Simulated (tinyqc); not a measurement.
Size effects in the resistivity of thin metal films and interconnect lines. Inputs raised by 5 %, one at a time. Computed by tinyqc, a small Python program. Command: `OMP_NUM_THREADS=1 python tinyqc.py 3031740 3031741 out.jsonl size sens`. One thread of a shared host (Intel(R) Xeon(R) Processor @ 2.30GHz), about 0.01 s of CPU time with the checks.

Electrons lose their drift at surfaces (a share 1 - p of the hits) and at grain boundaries (reflection R), besides bulk scattering. The line sits in a trench with a non-conducting liner on both walls and the bottom; the spacing equals the drawn width.

Inputs (values chosen for the exercise, modelled on iridium):
```
quantity                          value         unit
bulk resistivity rho_b             5.05  microohm cm
bulk mean free path lambda         6.97           nm
specularity p                         0            -
grain-boundary reflection R        0.27            -
drawn line width w                   29           nm
grain size over metal width        0.63            -
aspect ratio (height over width)    1.8            -
liner thickness t                   0.5           nm
line length                          15   micrometre
permittivity of the dielectric k    3.1            -
```

Geometry: line.

Constants: eps_0 = 8.8541878128e-12 F/m.

Method:
- Metal width w_m = w - 2t, height h_m = (aspect ratio) w - t, grain size D = (ratio) w_m.
- Mayadas-Shatzkes: alpha = (lambda/D) R/(1 - R); rho_b/rho = 1 - 3 alpha/2 + 3 alpha^2 - 3 alpha^3 ln(1 + 1/alpha).
- Fuchs-Sondheimer film: rho_b/rho = 1 - (3/(2 kappa))(1 - p) int_0^1 (s - s^3)(1 - exp(-kappa/s))/(1 - p exp(-kappa/s)) ds, f = rho/rho_b, kappa = thickness/lambda, 80 Gauss-Legendre points.
- Line: the excess of a film of thickness w_m and of a film of thickness h_m are added, rho/rho_b = 1 + (f(w_m) - 1) + (f(h_m) - 1), an estimate that holds best when both sides exceed lambda.
- Total: rho = rho_b [1 + surface excess + grain excess]; resistance per length rho/(w_m h_m); capacitance per length C = 2 k eps_0 (aspect ratio + 1/2), a parallel-plate estimate for two neighbours plus a fixed term for the planes above and below; delay 0.38 R C L^2; effective resistivity per drawn area.

Runs; columns: (1) input moved; (2) from; (3) to; (4) resistivity rho (microohm cm); (5) resistance per length (ohm/micrometre); (6) effective resistivity per drawn area (microohm cm); (7) rho/rho_b from grains:
```
(1)                                    (2)     (3)     (4)     (5)     (6)     (7)
base run                                 -       -  6.9044  47.696  7.2202  1.2113
bulk resistivity rho_b (microohm cm)  5.05  5.3025  7.2497  50.081  7.5812  1.2113
bulk mean free path lambda (nm)       6.97  7.3185  6.9991  48.349  7.3191  1.2216
grain-boundary reflection R           0.27  0.2835  6.9771  48.198  7.2962  1.2257
drawn line width w (nm)                 29   30.45  6.8118  42.589  7.1079  1.2011
liner thickness t (nm)                 0.5   0.525  6.9074  47.825  7.2398  1.2116
line length (micrometre)                15   15.75  6.9044  47.696  7.2202  1.2113
permittivity of the dielectric k       3.1   3.255  6.9044  47.696  7.2202  1.2113
```

Exponents ln(y'/y) / ln(x'/x):
```
input                             resistivity rho  resistance per length  effective resistivity per drawn area  rho/rho_b from grains
bulk resistivity rho_b                      1.000                  1.000                                 1.000                  0.000
bulk mean free path lambda                  0.279                  0.279                                 0.279                  0.174
grain-boundary reflection R                 0.215                  0.215                                 0.215                  0.242
drawn line width w                         -0.277                 -2.321                                -0.321                 -0.173
liner thickness t                           0.009                  0.055                                 0.055                  0.006
line length                                 0.000                  0.000                                 0.000                  0.000
permittivity of the dielectric k            0.000                  0.000                                 0.000                  0.000
```

Among the inputs moved here: resistivity rho answers most in size to bulk resistivity rho_b (exponent +1.000), next to bulk mean free path lambda (+0.279); its exponent is below 0.0005 for line length, permittivity of the dielectric k. Its exponent +1.000 in bulk resistivity rho_b: everything scales with rho_b at fixed lambda. Resistance per length answers most in size to drawn line width w (exponent -2.321), next to bulk resistivity rho_b (+1.000); its exponent is below 0.0005 for line length, permittivity of the dielectric k. Effective resistivity per drawn area answers most in size to bulk resistivity rho_b (exponent +1.000), next to drawn line width w (-0.321); its exponent is below 0.0005 for line length, permittivity of the dielectric k. rho/rho_b from grains answers most in size to grain-boundary reflection R (exponent +0.242), next to bulk mean free path lambda (+0.174); its exponent is below 0.0005 for bulk resistivity rho_b, line length, permittivity of the dielectric k.
